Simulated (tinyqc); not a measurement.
Gas flow in a process chamber: flow regimes, conductance, effective pumping speed, pump-down, outgassing and purge: one step, computed by the program tinyqc. Command: `OMP_NUM_THREADS=1 python tinyqc.py 3120445 3120446 out.jsonl pump walk`. One thread of a shared host (Intel(R) Xeon(R) Processor @ 2.30GHz), about 0.07 s of CPU time with the checks.

Ideal gas, isothermal flow, a pump of constant speed at the end of a round pipe; process gas, volume gas and outgassing are given the same properties. 1 sccm = 101325 Pa x 1e-6 m^3/60 s x T/273.15 K.

Task: Purging a well-mixed chamber. With steady flow a contaminant decays as exp(-t/residence time); gas used = flow x time.

Inputs (values chosen for the exercise, modelled on nitrogen near room temperature): temperature T = 350 K; process gas flow = 48 sccm.

residence time = 3.113742 s

Give: time to dilute 1e3 times; time to dilute 1e6 times; gas used for 1e6.

Result:

time to dilute 1e3 times = 21.51 s

time to dilute 1e6 times = 43.02 s

gas used for 1e6 = 34.41 standard cm^3
